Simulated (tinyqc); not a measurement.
Worked calculation: two-mode optical phonons of a ternary alloy from two coupled oscillators. Computed by tinyqc, a small Python program that keeps every step. Command: `OMP_NUM_THREADS=1 python tinyqc.py 3004022 3004023 out.jsonl twomode walk`. One thread of a shared host (Intel(R) Xeon(R) Processor @ 2.30GHz), about 0.01 s of CPU time with the checks. Intermediate numbers are printed to about 6 digits and carried at full precision; extremes and crossings named in words are read from the listed rows.

An alloy A(x)B(1-x)C has an A-C and a B-C bond oscillator. Each TO frequency moves linearly from the impurity mode (dilute end) to the TO of the pure crystal; each strength is proportional to the number of bonds.

Inputs (values chosen for the exercise, modelled on Al(x)Ga(1-x)As, with A-C the AlAs-like and B-C the GaAs-like bond):
```
quantity,value,unit
omega_TO of pure AC,358.9,1/cm
omega_LO of pure AC,405.9,1/cm
omega_TO of pure BC,266.1,1/cm
omega_LO of pure BC,289.3,1/cm
eps_inf of AC,8.27,-
eps_inf of BC,10.8,-
impurity mode of A in BC,357.6,1/cm
impurity mode of B in AC,253.1,1/cm
fraction x of A,0.4,-
damping gamma,5.7,1/cm
electron mass m*,0.083,m_0
```

Constants: e^2/(4 pi eps_0) = 14.39964548 eV angstrom; hbar^2/(2 m_0) = 3.80998212 eV angstrom^2; 1 THz = 33.35640952 1/cm; h x 1 THz = 4.135667696 meV.

## The two oscillators

omega_1 = (impurity mode of A) + x (omega_TO,AC - impurity mode of A); omega_2 = (impurity mode of B) + (1 - x)(omega_TO,BC - impurity mode of B); eps_inf = x eps_AC + (1 - x) eps_BC; strengths W_1 = x eps_AC (omega_LO,AC^2 - omega_TO,AC^2), W_2 = (1 - x) eps_BC (omega_LO,BC^2 - omega_TO,BC^2).

omega_1 (A-C, TO) = 358.12 1/cm

omega_2 (B-C, TO) = 260.9 1/cm

eps_inf = 9.788

W_1 = 118908 1/cm^2

W_2 = 83496.6 1/cm^2

## LO modes, coupled by the field

eps(omega) = eps_inf + W_1/(omega_1^2 - omega^2) + W_2/(omega_2^2 - omega^2) = 0 is the eigenproblem of the matrix [[omega_1^2 + W_1/eps_inf, sqrt(W_1 W_2)/eps_inf], [sqrt(W_1 W_2)/eps_inf, omega_2^2 + W_2/eps_inf]] for omega_LO^2. Uncoupled values keep the diagonal alone. eps_s = eps_inf + W_1/omega_1^2 + W_2/omega_2^2.

matrix (1/cm^2):
```
,1,2
1,140398,10180
2,10180,76599
```

lower LO mode = 273.887 1/cm

upper LO mode = 376.807 1/cm

uncoupled values (1/cm): [276.766, 374.698]

eps_s = 11.9418

The field pushes the upper mode up by 2.11 and the lower one down by 2.88 per cm; the lower LO stays between the two TO modes.

## Share of the polar coupling

The polar coupling of mode j is c_j = (u_j . sqrt(W))^2/(eps_inf^2 omega_j^2), u_j its eigenvector and omega_j here its LO frequency; the c_j add up to 1/eps_inf - 1/eps_s. Froehlich constant alpha_j = (e^2/(4 pi eps_0)) c_j k_j/(2 E_j), E_j = h c omega_j, k_j = sqrt(m* E_j/(hbar^2/(2 m_0))).

c_j, lower and upper mode: [0.00751963, 0.0109069]

share of the upper mode = 0.591912

alpha_j, lower and upper mode: [0.0433637, 0.0536238]

The upper mode holds 59 % of the coupling, against 43 % of the ionic part of eps_s for the upper oscillator: the field moves strength to the higher mode.

## Reflectivity

With damping, each denominator is omega_j^2 - omega^2 - i gamma omega; R = |(sqrt(eps) - 1)/(sqrt(eps) + 1)|^2.

Spectrum:
```
omega (1/cm),Re eps,Im eps,R
245,21.6067,1.78506,0.418192
261,9.79785,56.1045,0.667539
267,-9.32090,10.0727,0.664530
274,0.670372,2.59580,0.174167
279,3.82066,1.42895,0.121964
337,15.9193,1.11926,0.359771
358,10.8498,58.2151,0.671424
367,-8.16777,5.46595,0.711909
377,0.294668,1.32813,0.129440
384,2.62524,0.725501,0.0647519
414,6.23262,0.168727,0.183295
```

## Modes across the composition range

The formulas are those given above.

Frequencies (1/cm):
```
x,"TO, A-C","TO, B-C",lower LO,upper LO,coupling share of the upper LO,eps_s
0.02,357.626,265.84,288.449,358.615,0.045246,12.7256
0.10,357.730,264.80,285.162,362.582,0.202458,12.5655
0.20,357.860,263.50,281.258,367.397,0.359400,12.3617
0.35,358.055,261.55,275.689,374.466,0.541313,12.0483
0.50,358.250,259.60,270.340,381.493,0.682059,11.7256
0.65,358.445,257.65,265.118,388.592,0.796097,11.3931
0.80,358.640,255.70,259.959,395.849,0.891843,11.0506
0.90,358.770,254.40,256.532,400.812,0.948225,10.8166
0.98,358.874,253.36,253.787,404.871,0.989968,10.6260
```

The upper LO moves from 358.6 to 404.9 and the lower from 288.4 to 253.8 per cm. At each dilute end one LO-TO pair closes onto an impurity mode. The upper LO shifts by +0.47 per cm for each per cent of x near the middle, which is how Raman spectra measure composition. Its share of the polar coupling passes one half between x = 0.2 and 0.35.

Checks made by the program: generalised Lyddane-Sachs-Teller relation (relative difference below 1e-10); sum of the couplings (relative difference below 1e-10).
